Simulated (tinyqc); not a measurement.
One electron in a tunnel-coupled double dot: charge qubit, sensing and quantum capacitance: two steps of the calculation.

Basis (left, right), H = [[ep/2, tc], [tc, -ep/2]], splitting Om = sqrt(ep^2 + 4 tc^2), ep = al times the gate voltage. In equilibrium the electron is on the right with the chance P_R = [1 + (ep/Om) tanh(Om/2 kB T)]/2.

Values chosen for this exercise: tunnel coupling tc = 28 ueV; electron temperature T = 0.07 K; lever arm of the gate on the detuning al = 0.44 eV/V; parasitic capacitance of the resonator Cp = 1 pF; resonator frequency f0 = 356 MHz; loaded quality factor Q = 142; detuning ep = -98.3 ueV.

Constants: q = 1.602176634e-19 C, kB = 1.380649e-23 J/K, h = 6.62607015e-34 J s, Vt = kB T/q. Results are converted to the units shown.

Problem 1. Splitting and occupation. Also the frequency Om/h, the mixing angle arctan2(2 tc, ep) and the weight of the right dot in the ground state, (1 + ep/Om)/2.

Find: Om; Om/h; mixing angle; ground-state weight; kB T; P_R.

Solution 1.

Om = 113.1 ueV
Om/h = 27.36 GHz
mixing angle = 150.3 degree
ground-state weight = 0.06555
kB T = 6.032 ueV
P_R = 0.06555

Problem 2. Capacitance seen by a resonator. q^2 al^2 dP_R/d(ep) splits into Cq = q^2 al^2 (2 tc^2/Om^3) tanh(Om/2 kB T) and Ct = q^2 al^2 (ep/Om)^2/(4 kB T cosh^2(Om/2 kB T)); Ct appears only if relaxation is faster than the drive. A resonator of frequency f0, capacitance Cp and quality factor Q shifts by df = -f0 Cq/(2 Cp) and its phase by -2 Q Cq/Cp.

Wanted: Cq; Ct; df; phase shift.

Solution 2.

Cq = 33.589 aF
Ct = 2.7792e-5 aF
df = -5.9789 kHz
phase shift = -546.57 millidegree

Computed by the program tinyqc: `OMP_NUM_THREADS=1 python tinyqc.py 2470040 2470041 out.jsonl`, one thread of a shared Intel Xeon 2.30GHz, about 0.01 s for the whole run.
